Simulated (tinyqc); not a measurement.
# Changing the silane pressure p_S

Model: microkinetic model of low-temperature epitaxy from hydride gases: adsorption, hydrogen desorption and rate control. Computed by tinyqc, a small Python program. Command: `OMP_NUM_THREADS=1 python tinyqc.py 3026809 3026810 out.jsonl hepi sweep`. One thread of a shared host (Intel(R) Xeon(R) Processor @ 2.30GHz), about 0.05 s of CPU time with the checks.

Each hydride molecule needs two free sites and leaves four hydrogen atoms, of which two leave at once as H2; theta is the hydrogen coverage, the site density is 6.78 per nm^2 and one layer is 1.358 angstrom thick.

Inputs (values chosen for the exercise, close to those used for silane on Si(001)): sticking prefactor of silane s0 = 0.046; adsorption barrier E_s = 0.12 eV; desorption prefactor nu_d = 7.2e+12 1/s; desorption energy on silicon E_d = 2.01 eV; hydrogen carrier pressure p_H = 0 Pa; sticking of hydrogen s_H = 5.7e-07; temperature T = 720 C.

Film: silicon. Order of hydrogen desorption: first.

Constants: k_B = 8.617333262e-05 eV/K; u = 1.6605390666e-27 kg; k_B = 1.380649e-23 J/K.

Method:
- Flux per site F = p/(sqrt(2 pi M k_B T) x 6.78e18 per m^2), M = 32.12 u (silane), 2.016 u (hydrogen); s = s0 exp(-E_s/(k_B T)); k_S = s F_S = k; k_H = s_H F_H; k_d = nu_d exp(-E_d/(k_B T)).
- Temperatures in kelvin are T(C) + 273.15.
- With k the hydride and k_H the hydrogen adsorption rate on free pairs and k_d the desorption rate, steady state: 2 (k + k_H)(1 - theta)^2 = k_d theta; growth rate R = k (1 - theta)^2 layers/s; 1 layer/s = 8.148 nm/min.
- With c = 2 (k + k_H)/k_d the free share is 1 - theta = 2/(1 + sqrt(1 + 4c)).
- X_i = d ln R/d ln k_i at fixed other constants. With f = 1 - theta and a = 2/f + 1/theta: d ln f/d ln k_d = 1/(a f), so X_d = 2/(a f), X_k = 1 - X_d k/(k + k_H), X_H = -X_d k_H/(k + k_H); they sum to 1.

One run for each value:
```
silane pressure p_S (Pa)  growth rate G (nm/min)  hydrogen coverage theta  X_d (desorption)
0.001                                 2.0063e-01               1.0836e-04        2.1669e-04
0.003                                 6.0162e-01               3.2493e-04        6.4965e-04
0.01                                  2.0024e+00               1.0815e-03        2.1606e-03
0.03                                  5.9813e+00               3.2305e-03        6.4401e-03
0.1                                   1.9643e+01               1.0609e-02        2.0996e-02
0.3                                   5.6578e+01               3.0558e-02        5.9303e-02
1                                     1.6625e+02               8.9791e-02        1.6479e-01
3                                     3.8017e+02               2.0533e-01        3.4070e-01
30                                    1.0707e+03               5.7827e-01        7.3279e-01
```

Give the missing row, silane pressure p_S (Pa) = 10.

Computed row:
```
silane pressure p_S (Pa)  growth rate G (nm/min)  hydrogen coverage theta  X_d (desorption)
10                                    7.3272e+02               3.9574e-01        5.6706e-01
```

Interpolating between the two neighbouring rows (the first column on a logarithmic scale, the others too where they are positive) misses most in hydrogen coverage theta, by 11 %. Over the rows, growth rate G (nm/min) rises from 0.201 to 1070 (exponent d ln y / d ln x 1.00 between the first rows and 0.35 between the last); hydrogen coverage theta rises from 1.08e-4 to 0.578 (exponent d ln y / d ln x 1.00 between the first rows and 0.35 between the last); X_d (desorption) rises from 2.17e-4 to 0.733 (exponent d ln y / d ln x 1.00 between the first rows and 0.23 between the last). At the low end the exponent of growth rate G is 1.00, close to 1: adsorption limits.

Caution (rows 3.00, 10.0, 30.0): at such rates gas-phase transport and depletion, left out here, would limit growth.
